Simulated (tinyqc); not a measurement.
# Ionisation ratio from the excess noise

Inverse problem. In the local model of an avalanche photodiode F = k M + (1 - k)(2 - 1/M), k the ratio of the ionisation coefficient of the other carrier to that of the injected one. Find k and F at twice the gain.

M = 35
excess noise factor F = 3.6558857

Solution. F is linear in k: k = (F - 2 + 1/M)/(M - 2 + 1/M).

k = 0.0510
F at 2 M = 5.45

Program tinyqc, `OMP_NUM_THREADS=1 python tinyqc.py 2120004 2120005 out.jsonl`; Intel Xeon 2.30GHz, shared host, one thread, about 0.04 s.
